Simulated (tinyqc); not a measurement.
From results back to parameters: periodic multilayer mirror for extreme ultraviolet light. Four cases, with inputs chosen for the exercise.

Problem. With a mean index 1 - dm the Bragg wavelength is lam_B = 2 L sqrt((1 - dm)^2 - sin^2 theta). It is given at 0 degrees and at th2; L and dm are hidden. Then the absorber share is Gm = (dm - delta_S)/(delta_A - delta_S), with the first entries of dS and dA; L is the period.

Find: L; dm; Gm.

Method. The difference of the squares is 4 L^2 sin^2(th2); then 1 - dm = lam_B(0)/(2 L).

Case 1.

Values chosen (out of a larger set: optical constants near those of Mo and Si at 13.5 nm; not measured data): th2 = 10 degrees (second angle); dA = (0.0757, 0.00639) (delta and beta of the absorber, N = 1 - delta + i beta); dS = (0.0009, 0.00193) (delta and beta of the spacer and the substrate).

lam_B at 0 = 13.820792 nm
lam_B at th2 = 13.597155 nm

Solution.

L = 7.130 nm
dm = 0.0308
Gm = 0.40

Case 2.

Values chosen (out of a larger set: optical constants near those of Mo and Si at 13.5 nm; not measured data): th2 = 10 degrees (second angle); dA = (0.0752, 0.00695) (delta and beta of the absorber, N = 1 - delta + i beta); dS = (0.001, 0.00183) (delta and beta of the spacer and the substrate).

lam_B at 0 = 13.595682 nm
lam_B at th2 = 13.378453 nm

Solution.

L = 6.970 nm
dm = 0.0247
Gm = 0.32

Case 3.

Values chosen (out of a larger set: optical constants near those of Mo and Si at 13.5 nm; not measured data): th2 = 10 degrees (second angle); dA = (0.0792, 0.00668) (delta and beta of the absorber, N = 1 - delta + i beta); dS = (0.0011, 0.00185) (delta and beta of the spacer and the substrate).

lam_B at 0 = 13.510648 nm
lam_B at th2 = 13.292029 nm

Solution.

L = 6.970 nm
dm = 0.0308
Gm = 0.38

Case 4.

Values chosen (out of a larger set: optical constants near those of Mo and Si at 13.5 nm; not measured data): th2 = 15 degrees (second angle); dA = (0.0772, 0.00665) (delta and beta of the absorber, N = 1 - delta + i beta); dS = (0.0009, 0.00174) (delta and beta of the spacer and the substrate).

lam_B at 0 = 13.468608 nm
lam_B at th2 = 12.974930 nm

Solution.

L = 6.980 nm
dm = 0.0352
Gm = 0.45

Computed by tinyqc, one run a case: `OMP_NUM_THREADS=1 python tinyqc.py N N+1 out.jsonl` with N = 1682291, 1682303, 1682441, 1682444; one thread of a shared Intel(R) Xeon(R) Processor @ 2.30GHz, about 0.01 s a run at most.
